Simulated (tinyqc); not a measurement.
Length of a molecular wire: coherent transport through a tight-binding bridge. Computed by the program tinyqc. 

A uniform bridge between two chains:
```
parameter,value
site energy (eV),1.580000
hopping in the bridge (eV),1.290000
lead hopping (eV),1.650000
couplings (eV),"0.97, 1.12"
E (eV),-0.190000
```

T = Gamma_L Gamma_R |G_1n|^2 with the self-energies of semi-infinite chains.

Transmission against length:
```
sites,T,ln T
2,4.7071e-01,-0.754
3,9.6508e-01,-0.036
4,5.8159e-01,-0.542
5,3.6663e-01,-1.003
6,5.1922e-01,-0.655
7,9.8819e-01,-0.012
8,5.2062e-01,-0.653
9,3.6655e-01,-1.004
10,5.7986e-01,-0.545
```

E lies inside the band of the bridge (|E - e|/2h = 0.686 < 1): T does not decay but oscillates with length, between 0.367 and 0.988 here, as levels of the bridge pass E.
